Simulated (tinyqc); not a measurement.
Worked calculation: lattice vibrations of a chain. One step of it, computed by the program tinyqc.

Task: Dynamical matrix at q = 0.4. q is in units of 2 pi/a. A spring k from atom i to atom j, n cells on, adds k to Phi_ii and Phi_jj, -k exp(2 pi i q n) to Phi_ij and the conjugate to Phi_ji (for one atom a cell: 2k (1 - cos 2 pi q n)); D_ij = Phi_ij / sqrt(m_i m_j).

A chain moving along its axis:

| atom | mass (u) | spring to the next atom (eV/angstrom^2) |
|---|---|---|
| 1 | 51.600000 | 9.600000 |
| 2 | 86.700000 | 2.400000 |
| 3 | 39.200000 | 21.800000 |
| 4 | 101.900000 | 23.400000 |

Give: D(q).

Result:

D(q) (eV/(angstrom^2 u)):
```
                1        2        3               4
1          0.6395  -0.1435   0.0000  0.2611+0.1897i
2         -0.1435   0.1384  -0.0412          0.0000
3          0.0000  -0.0412   0.6173         -0.3449
4  0.2611-0.1897i   0.0000  -0.3449          0.4436
```
